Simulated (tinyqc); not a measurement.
# CMOS latch-up, two-transistor model: effect of the resistance from the pnp collector to the npn base

A parasitic pnp (emitter at Vdd, base shunted by Rw) and npn (emitter at ground, base shunted by Rs) feed each other: the npn collector current flows out of the pnp base node, the pnp collector current into the npn base node. Forward-active transistors with constant gains: Icn = Isn exp(Vn/Vt), Icp = Isp (exp(Vp/Vt) - 1). A current Ii is injected into the npn base node.

Node equations: Vp/Rw + Icp/bp = Icn and Vn/Rs + Icn/bn = Icp + Ii. Loop gain G = gn gp/[(1/Rw + gp/bp)(1/Rs + gn/bn)], gn = Icn/Vt, gp = (Icp + Isp)/Vt; the off state ends where G = 1, and Ii there is the trigger current. On state with both base-emitter voltages at Von: npn base current Ib = (Von/Rs + bp Von/Rw)/(bn bp - 1), holding current Ih = (bn + 1) Ib + Von/Rs, holding voltage Vh = Vsat + Von + R2 (Ib + Von/Rs).

Parameters, values chosen for the exercise; values close to those of bulk CMOS:

| symbol | value | unit | meaning |
|---|---|---|---|
| T | 300 | K | temperature |
| bn | 13.8 |  | current gain of the npn |
| bp | 0.9 |  | current gain of the pnp |
| Isn | 8.6e-15 | A | saturation current of the npn at T |
| Isp | 3e-16 | A | saturation current of the pnp at T |
| Rs | 990 | ohm | substrate resistance shunting the npn |
| Rw | 660 | ohm | well resistance shunting the pnp |
| Von | 0.73 | V | base-emitter voltage in the on state |
| Vsat | 0.15 | V | saturation voltage |
| Vdd | 2.5 | V | supply voltage |

Constants: q = 1.602176634e-19 C, kB = 1.380649e-23 J/K, Vt = kB T/q. Results are converted to the units shown.

The same in every row: Vn at trigger (V) = 0.6566; trigger current (mA) = 0.7256; Ih (mA) = 2.983.

Results:
```
R2 (ohm)  Vh (V)
5         0.8844
14        0.8924
37        0.9129
100       0.9689
740        1.538
2000       2.658
```

Estimate the missing row, R2 = 270 ohm.

Computed row:
```
R2 (ohm)  Vh (V)
270        1.120
```

With this row back in the table: As R2 goes from 5 to 2000 ohm, the trigger current stays at 0.726 mA, Ih stays at 2.98 mA and Vh rises from 0.884 to 2.66 V. Vh exceeds the supply Vdd = 2.5 V, which then cannot sustain a latched state, in 1 of the 7 rows.

Program tinyqc, `OMP_NUM_THREADS=1 python tinyqc.py 2670137 2670138 out.jsonl`; Intel Xeon 2.30GHz, shared host, one thread, about 0.08 s.
